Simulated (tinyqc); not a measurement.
Worked calculation: CIS on RHF in the 6-31g basis, for H2, spin multiplicity 1. One step of it, computed by the program tinyqc.

Problem. CIS singlet states. Diagonalise A (1 hartree = 27.211386 eV); each vector has its largest component positive (the first on a tie). The transition dipole is mu = sqrt2 sum c_ia <i|r|a>.

CIS matrix A, singlet (hartree), lower triangle:
```
           1>2       1>3       1>4
1>2   0.465731
1>3   0.000000  1.118672
1>4  -0.024157  0.000000  1.334279
```

dipole integrals <i|r|a> (bohr):
```
            x         y          z
1>2  0.000000  0.000000  -1.230524
1>3  0.000000  0.000000   0.000000
1>4  0.000000  0.000000   0.075667
```

Give: singlet excitation energies; lowest vectors; oscillator strengths 2/3 w |mu|^2.

Solution.

singlet excitation energies (eV): 12.6549  30.4406  36.3259

lowest vectors:
```
     state 1  state 2  state 3
1>2   0.9996   0.0000  -0.0278
1>3   0.0000   1.0000   0.0000
1>4   0.0278   0.0000   0.9996
```

oscillator strengths 2/3 w |mu|^2: 0.9350  0.0000  0.0215
